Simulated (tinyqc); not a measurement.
## Film and buried-oxide thickness from two coupling ratios

Question. In a depleted film -dVT/dVb is k1 = Cs Cbox/(Cox (Cs + Cbox)) for a front channel and k2 = Cbox (Cox + Cs)/(Cox Cs) for a back channel, with Cox = eps0 eox/tox, Cs = eps0 eps_r/ts, Cbox = 3.9 eps0/tb. Find ts and tb.

Inputs (values chosen for the exercise); band and dielectric values close to those of silicon:

| symbol | value | unit | meaning |
|---|---|---|---|
| eps_r | 11.8 |  | relative permittivity |
| eox | 7.3 |  | relative permittivity of the gate insulator (close to silicon nitride) |
| tox | 2.6 | nm | insulator thickness |

coupling ratios for a front and a back channel: [0.022069052, 0.14874498]

Solution. With y = Cox/Cs and z = Cox/Cbox, 1/k1 = y + z and k2 = (1 + y)/z, so y = (k2/k1 - 1)/(1 + k2); the thicknesses follow from y and z.

ts = 21.00 nm
tb = 56.00 nm

Computed by the program tinyqc: `OMP_NUM_THREADS=1 python tinyqc.py 2190021 2190022 out.jsonl`, one thread of a shared Intel Xeon 2.30GHz, about 0.4 s for the whole run.
